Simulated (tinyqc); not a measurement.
What moves the results: localisation in a chain with random site energies (transfer matrices). A value that a table varies takes the place of the one given here.

Hopping -t; leads with site energy 0, E = -2t cos(ka). psi_(j+1) = ((e_j - E)/t) psi_j - psi_(j-1), a product of matrices M_j = [[(e_j - E)/t, -1], [1, 0]]. For M = M_N ... M_1 the transmission is T = 4 sin^2(ka)/|M21 - M12 + M22 exp(ika) - M11 exp(-ika)|^2. Long samples draw e_j = W (x_j/2147483647 - 1/2) from x_j = 16807 x_(j-1) mod 2147483647, starting at x0. The localisation length xi, in sites, is defined by ln T = -2N/xi on average; weak disorder gives xi = 24 (4t^2 - E^2)/W^2, and the mean free path for backscattering is xi/2.

Numerical xi = N/ln sqrt(psi_(N+1)^2 + psi_N^2) for N = 20000 sites from psi_1 = 1, psi_0 = 0; its statistical error is about xi sqrt(xi/N).

Parameters, chosen for this exercise:

| symbol | value | unit | meaning |
|---|---|---|---|
| t | 1.76 | eV | hopping |
| E | -1.68 | eV | energy |
| x0 | 1047 |  | start of the number sequence |
| W | 4.21 | eV | full width of the disorder |

## Localisation length against disorder

The same number sequence scaled by W.

xi (sites):

| W/t | W (eV) | numerical | error | weak disorder | strong: 1/(ln(W/2t) - 1) |
|---|---|---|---|---|---|
| 1.0 | 1.760 | 69.055 | 4.058 | 74.132 | - |
| 1.5 | 2.640 | 32.344 | 1.301 | 32.948 | - |
| 2.0 | 3.520 | 18.196 | 0.549 | 18.533 | - |
| 3.0 | 5.280 | 8.385 | 0.172 | 8.237 | - |
| 4.0 | 7.040 | 4.979 | 0.079 | 4.633 | - |
| 6.0 | 10.560 | 2.671 | 0.031 | 2.059 | - |
| 10.0 | 17.600 | 1.398 | 0.012 | 0.741 | 1.641 |
| 16.0 | 28.160 | 0.894 | 0.006 | 0.290 | 0.926 |

At W = t the numerical value is 69.1 +/- 4.1 against 74.1, and at 2t 18.20 +/- 0.55 against 18.53. The weak-disorder formula is within 15 % for W/t = 1, 1.5, 2, 3 and 4; at W = 16t it gives 0.29 and the strong-disorder form 0.93, against 0.89. All states of the chain are localised; disorder only sets the length.

## From ballistic to localised

200 samples of each length, cut one after another from the start of the sequence. Typical T = exp(mean ln T). Ohmic: 1/(1 + 2N/xi); localised: exp(-2N/xi), both with the weak-disorder xi.

Transmission:

| N | mean T | typical T | spread of ln T | ohmic | localised |
|---|---|---|---|---|---|
| 2 | 0.775 | 0.757 | 0.228 | 0.764 | 0.734 |
| 5 | 0.551 | 0.480 | 0.578 | 0.564 | 0.462 |
| 10 | 0.341 | 0.230 | 1.002 | 0.393 | 0.214 |
| 20 | 0.150 | 0.0480 | 1.806 | 0.245 | 0.0456 |
| 40 | 0.0487 | 0.00242 | 2.971 | 0.139 | 0.00208 |
| 80 | 0.00970 | 5.19e-06 | 4.556 | 0.0749 | 4.33e-06 |

With xi = 13.0 sites, mean and typical T are 0.551 and 0.480 at N = 5, and 0.00970 and 5.19e-06 at N = 80, where ln T scatters by 4.6. The slope of ln(typical T) between 40 and 80 sites gives xi = 13.0, uncertain by about 6 % from the scatter of 200 samples. At N = 80 the ohmic law gives 1.44e+04 times the typical value: a single channel has no ohmic range beyond a mean free path, and the mean is carried by rare resonant samples.

## What each parameter does

Numerical and weak-disorder xi. Each row changes one parameter from the base and keeps the others.

Results:

| case | numerical xi (sites) | weak-disorder xi (sites) |
|---|---|---|
| base | 12.96 | 12.96 |
| t = 2.024 eV | 18.38 | 18.37 |
| E = -1.18 eV | 15.00 | 14.89 |
| W = 5.052 eV | 9.08 | 9.00 |
| x0 = 1048 | 12.55 | 12.96 |

The largest shifts from the base row, up to three for each result and ties (the steps differ in size, so this ranks the rows, not the parameters). numerical xi (sites): t +5.42, W -3.88, E +2.04. weak-disorder xi (sites): t +5.41, W -3.96, E +1.94; unchanged at the printed digits by x0. A new x0 is another sample of the same disorder; its shift is one draw of the statistical scatter, about xi sqrt(xi/N); the other rows share one sample, so their errors are correlated.

Run: tinyqc, `OMP_NUM_THREADS=1 python tinyqc.py 1451363 1451364 out.jsonl`; Intel(R) Xeon(R) Processor @ 2.30GHz, one thread, shared host; about 0.04 s of CPU time with all checks.
